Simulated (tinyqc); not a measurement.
Physical sputtering: collision-cascade yield, angular dependence, faceting and resputtering in deposition: one step, computed by the program tinyqc. Command: `OMP_NUM_THREADS=1 python tinyqc.py 3004496 3004497 out.jsonl sputter walk`. One thread of a shared host (Intel(R) Xeon(R) Processor @ 2.30GHz), about 0.01 s of CPU time with the checks.

Ions start collision cascades; atoms that reach the surface with more than U leave. The target is amorphous or fine-grained.

Task: Oblique incidence. Angular law: Y/Y0 = t^f exp(-f cos(a_opt)(t - 1)), t = 1/cos(angle), largest at a_opt. A plane tilted by the angle recedes along the beam at a speed proportional to Y(angle), and along its own normal as Y cos(angle).

Inputs (values chosen for the exercise, modelled on gallium ions on tungsten): angular exponent f = 2.2; angle of the largest yield = 71 degrees; angle of incidence = 30 degrees.

yield Y0 = 0.4950905 atoms per ion

Give: Y/Y0 at the angle; yield at the angle; normal speed relative to a flat surface; largest Y/Y0.

Result:

Y/Y0 at the angle = 1.228

yield at the angle = 0.6081 atoms per ion

normal speed relative to a flat surface = 1.064

largest Y/Y0 = 2.678
